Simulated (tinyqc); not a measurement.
Inside a calculation. Method: MP2 on RHF in the sto-3g basis, for H3+, spin multiplicity 1. One step of it, computed by the program tinyqc.

Question. Iteration 9 (converged): orbitals. Diagonalise F' = X^T F X, C = X C', fill 1 alpha and 1 beta electrons from the bottom; D = 2 C_occ C_occ^T. Each column has its largest component positive (the first on a tie).

converged F (hartree), lower triangle:
```
,1H 1s,2H 1s,3H 1s
1H 1s,-0.767152
2H 1s,-0.642034,-0.584211
3H 1s,-0.641917,-0.340634,-0.584158
```

X, lower triangle:
```
,1H 1s,2H 1s,3H 1s
1H 1s,1.216831
2H 1s,-0.288938,1.106862
3H 1s,-0.288855,-0.000271,1.106806
```

Give: F' = X^T F X; orbital energies; coefficients C; D after iteration 9.

Answer.

F' = X^T F X (hartree), lower triangle:
```
,1,2,3
1,-0.3876
2,-0.4063,-0.3690
3,-0.4062,-0.0705,-0.3691
```

orbital energies (hartree): MO1 -0.9887, MO2 -0.2985, MO3 0.1615

coefficients C:
```
,MO1,MO2,MO3
1H 1s,0.5454,-0.0001,1.1620
2H 1s,0.3661,-0.7827,-0.7496
3H 1s,0.3660,0.7829,-0.7493
```

D after iteration 9, lower triangle:
```
,1H 1s,2H 1s,3H 1s
1H 1s,0.5949
2H 1s,0.3993,0.2680
3H 1s,0.3993,0.2680,0.2679
```
